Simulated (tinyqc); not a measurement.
# Free and trapped electrons in a MOS channel with a dense trap tail, step by step

tinyqc, about 0.02 s, one thread, Intel Xeon 2.30GHz (shared host): `OMP_NUM_THREADS=1 python tinyqc.py 2222002 2222003 out.jsonl` Printed values are rounded.

p-type body, charge-sheet picture, full ionisation (an idealisation for deep acceptors), Boltzmann statistics for free electrons. e = Ec - EF at the surface. Acceptor-like traps of density D(E) = D0 + De exp(-E/Ew) at depth E below Ec, from 0 to Eu, hold n_t = integral of D(E)/(1 + exp((e - E)/Vt)). psi = Eg - Vt ln(Nv/Na) - e; N_dep = sqrt(2 eps0 eps_r Na (psi - Vt)/q); n_f = sqrt(N_dep^2 + 2 eps0 eps_r Vt Nc exp(-e/Vt)/q) - N_dep; Vg = Vfb + psi + q (N_dep + n_t + n_f)/Cox, Cox = eps0 eox/tox.

Values chosen for this exercise; band and dielectric values close to those of 4H silicon carbide:
```
symbol    value         unit                                             meaning
T           400            K                                         temperature
Eg         3.21           eV                                            band gap
eps_r      9.67                                            relative permittivity
Nc      2.66e19        cm^-3              conduction-band density of states at T
Nv      3.91e19        cm^-3                 valence-band density of states at T
eox         3.9                           relative permittivity of the insulator
tox          40           nm                                 insulator thickness
Na       2.5e16        cm^-3                                    acceptor density
Vfb       -2.73            V            flat-band voltage without trapped charge
D0       1.3e11  cm^-2 eV^-1  constant background density of acceptor-like traps
De       6.9e13  cm^-2 eV^-1          density of the tail at the conduction edge
Ew          0.1           eV                            decay energy of the tail
Eu         0.92           eV        depth below Ec down to which the traps reach
mf           83   cm^2/(V s)                          mobility of free electrons
e         0.198           eV                              Ec - EF at the surface
```

Constants: q = 1.602176634e-19 C, kB = 1.380649e-23 J/K, Vt = kB T/q, eps0 = 8.8541878128e-14 F/cm where lengths are in cm. Results are converted to the units shown.

## Trapped charge

Trapezoid rule on 14 equal steps from 0 to Eu, f = 1/(1 + exp((e - E)/Vt)).

| point | E (eV) | D(E) f (cm^-2 eV^-1) |
|---|---|---|
| 0 | 0 | 2.20591e11 |
| 1 | 0.0657143 | 7.56918e11 |
| 2 | 0.131429 | 2.36344e12 |
| 3 | 0.197143 | 4.80885e12 |
| 4 | 0.262857 | 4.43488e12 |
| 5 | 0.328571 | 2.65153e12 |
| 6 | 0.394286 | 1.46318e12 |
| 7 | 0.46 | 8.23165e11 |
| 8 | 0.525714 | 4.89465e11 |
| 9 | 0.591429 | 3.16337e11 |
| 10 | 0.657143 | 2.26586e11 |
| 11 | 0.722857 | 1.80063e11 |
| 12 | 0.788571 | 1.55949e11 |
| 13 | 0.854286 | 1.43450e11 |
| 14 | 0.92 | 1.36972e11 |

n_t = 1.24808e12 cm^-2

With 1600 steps n_t = 1.249e12 cm^-2; the coarse value is 0.11 % below it.

## Charges and gate voltage

psi, N_dep, n_f and Vg as defined, with the n_t given; free share n_f/(n_f + n_t); apparent mobility mf n_f/(n_f + n_t); gate voltage spent on traps q n_t/Cox.

psi = 2.75848 V
N_dep = 8.53143e11 cm^-2
n_f = 1.81912e10 cm^-2
Vg = 3.96193 V
free share = 1.43659 %
apparent mobility = 1.19237 cm^2/(V s)
gate voltage spent on traps = 2.31633 V
